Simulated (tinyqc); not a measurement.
Inside a calculation. Model: ballistic transport through the one-dimensional subbands of a rectangular nanowire or nanosheet channel. Computed by tinyqc, a small Python program that keeps every step. Command: `OMP_NUM_THREADS=1 python tinyqc.py 3020022 3020023 out.jsonl wire walk`. One thread of a shared host (Intel(R) Xeon(R) Processor @ 2.30GHz), about 0.03 s of CPU time with the checks. Intermediate numbers are printed to about 6 digits and carried at full precision; extremes and crossings named in words are read from the listed rows.

Hard walls, parabolic subbands, transport along x. Energies are counted from the bulk conduction band edge at the top of the barrier, which the gate pulls down by U; the source Fermi level lies at the bulk edge when U = 0.

Inputs (values chosen for the exercise, modelled on GaN):
```
quantity                                   value  unit
mass m                                      0.19   m_0
height a                                     4.4    nm
width b                                      7.5    nm
equivalent oxide thickness t                 1.2    nm
gate voltage above flat band V_G            0.96     V
drain voltage V_D                           0.05     V
temperature T                                300     K
mean free path for back-scattering lambda     60    nm
channel length L                              12    nm
```

Valleys: single isotropic valley.

Constants: hbar^2/(2 m_0) = 3.80998212 eV angstrom^2; k_B = 8.617333262e-05 eV/K; m_0 = 9.1093837015e-31 kg; k_B = 1.380649e-23 J/K; hbar = 1.054571817e-34 J s; eps_0 = 8.8541878128e-12 F/m; e = 1.602176634e-19 C; h = 6.62607015e-34 J s.

## Subbands

E_pq = (hbar^2 pi^2/2)(p^2/(m_y b^2) + q^2/(m_z a^2)); m_x = m_y = m_z = m, degeneracy g = 1; the 10 lowest subbands are kept.

Subbands:
```
valley axis  p  q  E (meV)  m_x (m_0)
-            1  1  137.411       0.19
-            2  1  242.963       0.19
-            3  1  418.884       0.19
-            1  2  444.090       0.19
-            2  2  549.643       0.19
-            4  1  665.172       0.19
-            3  2  725.563       0.19
-            1  3  955.223       0.19
-            4  2  971.852       0.19
-            5  1  981.829       0.19
```

The second subband lies 105.6 meV, or 4.08 k_B T, above the first.

## Self-consistent barrier

F_j(eta) = (1/Gamma(j + 1)) int_0^infinity x^j/(1 + exp(x - eta)) dx, F_0 = ln(1 + exp(eta)). Integrals over x = E/(k_B T) use 160 Gauss-Legendre points in u = sqrt(x) from 0 to sqrt(max(eta, 0) + 32). With degeneracy g = 1, eta_i = (U - E_i)/(k_B T) and u = e V_D/(k_B T): line density n = sum_i g sqrt(2 m_x k_B T/pi)/(2 hbar) [F_-1/2(eta_i) + F_-1/2(eta_i - u)]; gate: e n = C_ox (V_G - U/e), C_ox = 3.9 eps_0 2 (a + b)/t (flat-plate estimate); I = (2 e k_B T/h) sum_i g [F_0(eta_i) - F_0(eta_i - u)].

C_ox = 684.871 aF/micrometre

U = 493.924 meV

Occupation:
```
subband     eta_i   n_i (1/nm)  I_i (microampere)
1         13.7906  8.15836e-01        3.87403e+00
2          9.7076  6.70725e-01        3.87333e+00
3          2.9027  2.86777e-01        3.33648e+00
4          1.9277  2.06260e-01        2.75128e+00
5         -2.1553  1.25342e-02        1.86331e-01
6         -6.6242  1.53813e-04        2.27360e-03
7         -8.9602  1.48867e-05        2.20034e-04
8        -17.8438  2.06404e-09        3.05073e-08
9        -18.4871  1.08484e-09        1.60344e-08
10       -18.8730  7.37487e-10        1.09003e-08
```

line density n = 1.99230 1/nm

ballistic current I = 14.0239 microampere

mean velocity I/(e n) = 0.439344 1e7 cm/s

4 of the subbands lie below the source Fermi level; the lowest carries 28 % of the current with 41 % of the charge. The gate spends 51 % of V_G on moving the bands.

## Conductance, capacitance and scattering

Linear conductance G = (2 e^2/h) sum_i g f(eta_i), g = 1, f = 1/(1 + exp(-eta_i)), with the barrier frozen at the eta_i above; current per perimeter I/(2(a + b)); with scattering, transmission lambda/(lambda + L) and low-bias resistance (1 + L/lambda)/G.

open modes sum g f = 3.92620

ballistic conductance = 304.206 microsiemens

current per perimeter = 589.241 microampere/micrometre

transmission = 0.833333

low-bias resistance with scattering = 3.94470 kiloohm

Even without scattering the wire has h/(2 e^2 M) = 3.29 kiloohm, which sits in the contacts.

## Gate sweep

Open modes are sum_i g/(1 + exp(-eta_i)). The last column is e dn/dV_G over C_ox, taken up to the next row.

Against the gate voltage:
```
V_G (V)   U (meV)     n (1/nm)  I (microampere)   open modes     C_g/C_ox
-0.160   -160.000  1.18899e-06      1.75738e-05  1.02561e-05  1.19236e-04
-0.063    -63.012  5.06291e-05      7.48336e-04  4.36654e-04  9.45201e-03
0.057      55.854  4.89909e-03      7.25778e-02  4.16238e-02  2.20179e-01
0.190     159.570  1.30077e-01      1.90493e+00  7.40336e-01  4.53927e-01
0.290     214.177  3.24114e-01      3.84244e+00  1.19890e+00  5.27242e-01
0.420     275.636  6.17103e-01      6.03034e+00  1.78036e+00  5.49975e-01
0.560     338.639  9.46235e-01      7.58025e+00  2.03535e+00  5.46803e-01
0.720     411.151  1.32022e+00      9.06010e+00  2.64756e+00  6.42356e-01
0.890     471.950  1.78701e+00      1.27093e+01  3.67994e+00  6.91146e-01
1.100     536.810  2.40743e+00      1.58772e+01  4.34869e+00            -
```

Between the first two rows the current rises one decade per 60 mV, against the limit ln(10) k_B T/e = 60 mV. Above threshold C_g/C_ox lies between 0.45 and 0.69: the quantum capacitance in series costs a visible part.

Checks made by the program: density of the lowest subband against a direct sum over k (relative difference 1e-09).
